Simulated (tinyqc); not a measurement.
From results back to parameters: pi bands of a honeycomb layer in tight binding. Five cases, with inputs chosen for the exercise.

Problem. With nearest hopping t, overlap s0 of neighbours and w the size of the sum of the three phase factors, the levels are -t w/(1 + s0 w) and t w/(1 - s0 w). The levels at Gamma (w = 3) come from hidden t and s0.

Find: t, s0; difference at M (w = 1).

Method. The reciprocals of the sizes add to 2/(3t) and differ by 2 s0/t.

Case 1.

levels at Gamma (eV): lower -8.16697, upper 10.02227

Solution.

t, s0: 3.000  0.034

difference at M (w = 1) = 6.007 eV

Case 2.

levels at Gamma (eV): lower -5.92313, upper 11.67905

Solution.

t, s0: 2.620  0.109

difference at M (w = 1) = 5.303 eV

Case 3.

levels at Gamma (eV): lower -6.67662, upper 13.52496

Solution.

t, s0: 2.980  0.113

difference at M (w = 1) = 6.037 eV

Case 4.

levels at Gamma (eV): lower -6.13091, upper 13.48800

Solution.

t, s0: 2.810  0.125

difference at M (w = 1) = 5.709 eV

Case 5.

levels at Gamma (eV): lower -6.69925, upper 13.29851

Solution.

t, s0: 2.970  0.110

difference at M (w = 1) = 6.013 eV

Computed by tinyqc, one run a case: `OMP_NUM_THREADS=1 python tinyqc.py N N+1 out.jsonl` with N = 1480913, 1480918, 1480944, 1481094, 1481227; one thread of a shared Intel(R) Xeon(R) Processor @ 2.30GHz, about 0.01 s a run at most.
